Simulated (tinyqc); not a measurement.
What moves the results: Slater-Koster d bands of a bcc metal. A value that a table varies takes the place of the one given here.

Slater-Koster d bands. For a bond with direction cosines (l, m, n) the 5 x 5 block is dds Ps + ddp Pp + ddd (1 - Ps - Pp), the projectors on sigma, pi and delta states about the bond; for instance <xy|xy> = 3 l^2 m^2 dds + (l^2 + m^2 - 4 l^2 m^2) ddp + (n^2 + l^2 m^2) ddd, <xy|yz> = 3 l m^2 n dds + l n (1 - 4 m^2) ddp + l n (m^2 - 1) ddd and <3z2-r2|3z2-r2> = (n^2 - (l^2 + m^2)/2)^2 dds + 3 n^2 (l^2 + m^2) ddp + (3/4)(l^2 + m^2)^2 ddd. H(k) sums the blocks times cos(k.R) over the neighbours; the d level is the zero of energy; k in 2 pi/a.

Neighbours: eight at (a/2)(1,1,1) and equivalents, and six at a(1,0,0) and equivalents with the integrals times f2.

Mesh: k = f1 b1 + f2 b2 + f3 b3 with fractions (j + 1/2)/N, j = 0 to N - 1, and b = (-1,1,1), (1,-1,1), (1,1,-1) for fcc, (0,1,1), (1,0,1), (1,1,0) for bcc, unit vectors for simple cubic. The lowest Nd/10 of all levels are filled with two electrons each; the bond energy is their sum per atom.

Parameters, chosen for this exercise (of the size met in Mo; the results hold for these values, not for the real material):

| symbol | value | unit | meaning |
|---|---|---|---|
| dds | -1.39 | eV | dd sigma |
| ddp | 0.598 | eV | dd pi |
| ddd | -0.125 | eV | dd delta |
| f2 | 0.59 |  | factor on all three integrals for second neighbours |
| N | 10 |  | mesh |

## Band filling: full bands against the rectangular model

W = sqrt(12 mu2) with mu2 the mean square level on the mesh; rectangular model: Fermi level W (Nd/10 - 1/2), bond energy -W Nd (10 - Nd)/20. The Fermi level of the mesh is the highest filled level.

Per atom (eV):

| Nd | EF, bands | bond energy, bands | EF, rectangle | bond energy, rectangle |
|---|---|---|---|---|
| 1 | -3.106 | -3.542 | -3.221 | -3.624 |
| 2 | -2.515 | -6.336 | -2.416 | -6.443 |
| 3 | -1.926 | -8.624 | -1.611 | -8.456 |
| 4 | -0.885 | -10.147 | -0.805 | -9.664 |
| 5 | 0.544 | -10.141 | 0.000 | -10.067 |
| 6 | 1.107 | -9.309 | 0.805 | -9.664 |
| 7 | 1.569 | -8.012 | 1.611 | -8.456 |
| 8 | 2.180 | -6.161 | 2.416 | -6.443 |
| 9 | 2.959 | -3.617 | 3.221 | -3.624 |

W = 8.053 eV
full width on the mesh = 9.598 eV

What does this show, and why?

The bond energy is deepest at Nd = 4 (-10.147 eV); the rectangle has its minimum at 5. The two differ most at Nd = 4, by 0.483 eV or 5 % of the deepest value: the second moment fixes the parabola, and higher moments the rest. At Nd = 3 and 7 the bands give -8.624 and -8.012 eV, a skew towards less than half filling.

## Which lattice a d-band metal prefers

fcc has twelve neighbours, bcc eight and six (the six times f2), simple cubic six. The integrals of bcc and sc are scaled so that all three have the second moment of fcc, which stands for equal repulsion (structural energy difference theorem). s and p electrons are left out.

Bond energy per atom:

| Nd | fcc (eV) | bcc - fcc (meV) | sc - fcc (meV) |
|---|---|---|---|
| 1 | -4.059 | 196 | -408 |
| 2 | -6.876 | -35 | -270 |
| 3 | -9.057 | -349 | 165 |
| 4 | -10.618 | -448 | 781 |
| 5 | -11.195 | 136 | 1111 |
| 6 | -10.636 | 484 | 799 |
| 7 | -9.074 | 336 | 182 |
| 8 | -6.795 | 76 | -350 |
| 9 | -3.748 | -197 | -719 |

scale factors: bcc 1.0906, sc 1.4142

mu3/mu2^1.5: fcc -0.075, bcc -0.076, sc 0.000

mu4/mu2^2: fcc 1.809, bcc 1.773, sc 2.725

largest change of a difference when N is raised to 14 = 31 meV

What can be read from the table?

fcc is lowest for Nd = 5, 6 and 7. bcc is lowest for Nd = 3 and 4. sc is lowest for Nd = 1, 2, 8 and 9. bcc gains most on fcc at Nd = 4 (-448 meV). A small fourth moment marks a two-peaked band, which tends to favour fillings near one half; bcc has -2 % against fcc, and at Nd = 5 it lies +136 meV from fcc, which the fourth moment alone does not explain (differences of a few tens of meV are within the error of the mesh; hcp is left out, and this d-only model can miss the lattice of the real metal). The third moments, from three-membered rings, skew the bands. That simple cubic wins anywhere comes from keeping d bands and equal second moments alone; no transition metal takes it. Differences below about 31 meV are within the error of this mesh, and the s and p electrons left out weigh most where the d band is nearly empty or full.

## What each integral does

Levels at Gamma, E(t2g) = (8/3) dds + (16/9) ddp + (32/9) ddd + f2 (4 ddp + 2 ddd), E(eg) = (16/3) ddp + (8/3) ddd + f2 (3 dds + 3 ddd), and W = sqrt(12 mu2), the width of a rectangular band with the same second moment mu2 = z (dds^2 + 2 ddp^2 + 2 ddd^2)/5, z = 8 + 6 f2^2. Each row changes one parameter from the base and keeps the others.

Results:

| case | t2g (eV) | eg (eV) | W (eV) |
|---|---|---|---|
| base | -1.8242 | 0.1744 | 8.0533 |
| dds = -1.5985 eV | -2.3802 | -0.1946 | 8.9410 |
| ddp = 0.6877 eV | -1.4531 | 0.6529 | 8.3928 |
| ddd = -0.1062 eV | -1.7352 | 0.2579 | 8.0402 |
| f2 = 0.6785 | -1.6347 | -0.2278 | 8.3178 |

What does this show?

The largest shifts from the base row, up to three for each result and ties (the steps differ in size, so this ranks the rows, not the parameters). t2g (eV): dds -0.5560, ddp +0.3712, f2 +0.1896. eg (eV): ddp +0.4784, f2 -0.4022, dds -0.3690. W (eV): dds +0.8878, ddp +0.3396, f2 +0.2645. The ratio of the shifts of t2g and eg names the integral: it is the ratio of the coefficients in the two formulas.

Computed by tinyqc, a small Python program: `OMP_NUM_THREADS=1 python tinyqc.py 1450437 1450438 out.jsonl` (the numbers bound the seed that draws the inputs); one thread of a shared host (Intel(R) Xeon(R) Processor @ 2.30GHz), about 0.06 s for the whole set of steps.
